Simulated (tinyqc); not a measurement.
Six-band k.p model of the valence band of a wurtzite crystal: one step. Levels and weights. Four cases, with inputs chosen for the exercise.

Problem. H is one of the two 3 x 3 blocks into which the six-band matrix falls, in the basis HH, LH, CH of the unmixed zone-centre states. Diagonalise it.

Case 1.

H(k) (eV), lower triangle (Hermitian):
```
            HH                  LH         CH
HH    0.003142
LH   -0.057943           -0.038991
CH  -0.051057i  0.029793-0.051057i  -0.109604
```

Case 2.

H(k) (eV), lower triangle (Hermitian):
```
            HH                  LH         CH
HH   -0.164031
LH   -0.083203           -0.175565
CH  -0.121666i  0.008155-0.121666i  -0.299129
```

Case 3.

H(k) (eV), lower triangle:
```
           HH        LH        CH
HH   0.139233
LH  -0.005072  0.126166
CH          0  0.009240  0.557388
```

Case 4.

H(k) (eV), lower triangle (Hermitian):
```
            HH                  LH         CH
HH   -0.242487
LH   -0.010375           -0.255020
CH  -0.013243i  0.008862-0.013243i  -0.275995
```

Give: levels from the top; weights.

Solution.

Case 1.

levels from the top (eV): 0.0477  -0.0207  -0.1725

weights:
```
      top  second  third
HH  0.674   0.180  0.147
LH  0.293   0.455  0.252
CH  0.034   0.365  0.601
```

Case 2.

levels from the top (eV): -0.0847  -0.1042  -0.4499

weights:
```
      top  second  third
HH  0.649   0.142  0.210
LH  0.311   0.465  0.224
CH  0.041   0.393  0.566
```

Case 3.

levels from the top (eV): 0.5576  0.1409  0.1243

weights:
```
      top  second  third
HH  0.000   0.897  0.103
LH  0.000   0.103  0.897
CH  1.000   0.000  0.000
```

Case 4.

levels from the top (eV): -0.2349  -0.2485  -0.2900

weights:
```
      top  second  third
HH  0.762   0.134  0.104
LH  0.179   0.605  0.215
CH  0.059   0.261  0.681
```

Computed by tinyqc, one run a case: `OMP_NUM_THREADS=1 python tinyqc.py N N+1 out.jsonl` with N = 1080976, 1081008, 1081378, 1081408; one thread of a shared Intel(R) Xeon(R) Processor @ 2.30GHz, about 0.01 s a run at most.
